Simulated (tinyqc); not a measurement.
# Carrier lifetime of a p-type layer with SRH, radiative, Auger and surface recombination: effect of the temperature at dn = 2e16 cm^-3

Uniform excess density dn = dp (no trapping), n = n0 + dn, p = p0 + dn, Boltzmann statistics, full ionisation. Surfaces enter as a rate 2 S dn/d, which holds while diffusion to them is fast.

Nc and Nv are given at 250 K and scale as (T/250 K)^1.5; all else is held fixed. ni = sqrt(Nc Nv) exp(-Eg/(2 Vt)), Eg in volts; majority density N/2 + sqrt(N^2/4 + ni^2), n0 p0 = ni^2; n1 = Nc exp(-Et/Vt), p1 = Nv exp((Et - Eg)/Vt); tn0 = 1/(sn vth Nt), tp0 = 1/(sp vth Nt). With e = n p - ni^2 = dn (n0 + p0 + dn): U_SRH = e/(tp0 (n + n1) + tn0 (p + p1)), U_rad = B e, U_Aug = (Cn n + Cp p) e, U_s = 2 S dn/d. Each tau is dn over its rate; tau = dn/U with U the sum. Here dn = 2e16 cm^-3.

Inputs (values chosen for the exercise); band and dielectric values those of a made-up semiconductor:

| symbol | value | unit | meaning |
|---|---|---|---|
| Eg | 3.47 | eV | band gap |
| Nc | 1.45e19 | cm^-3 | conduction-band density of states at the reference temperature |
| Nv | 2.09e19 | cm^-3 | valence-band density of states at the reference temperature |
| B | 1.53e-12 | cm^3/s | radiative coefficient |
| N | 1.4e15 | cm^-3 | acceptor density |
| Cn | 3.7e-31 | cm^6/s | Auger coefficient (two electrons) |
| Cp | 1.1e-31 | cm^6/s | Auger coefficient (two holes) |
| Nt | 2e11 | cm^-3 | trap density |
| sn | 1e-16 | cm^2 | capture cross-section for electrons |
| sp | 2e-15 | cm^2 | capture cross-section for holes |
| vth | 1.1e7 | cm/s | thermal velocity (both carriers) |
| Et | 1.84 | eV | trap level below the conduction band |
| S | 400 | cm/s | surface recombination velocity (both faces) |
| d | 7 | um | sample thickness |

Constants: q = 1.602176634e-19 C, kB = 1.380649e-23 J/K, Vt = kB T/q. Results are converted to the units shown.

The same in every row: tau_SRH (s) = 0.0047579; tau_rad (s) = 3.0542e-5; tau_Aug (s) = 0.0047907; tau_s (s) = 8.7500e-7; tau (s) = 8.5033e-7; radiative share (%) = 2.7841.

Results:

| T (K) | largest path |
|---|---|
| 200 | surface |
| 240 | surface |
| 280 | surface |
| 320 | surface |
| 400 | surface |
| 440 | surface |
| 480 | surface |

Estimate the missing row, T = 360 K.

Computed row:

| T (K) | largest path |
|---|---|
| 360 | surface |

With this row back in the table: Surface recombination leads at T = 200 and in all other rows. tau_SRH stays at 0.00476 s and the total lifetime stays at 8.50e-7 s.

Program tinyqc, `OMP_NUM_THREADS=1 python tinyqc.py 2300116 2300117 out.jsonl`; Intel Xeon 2.30GHz, shared host, one thread, about 0.01 s.
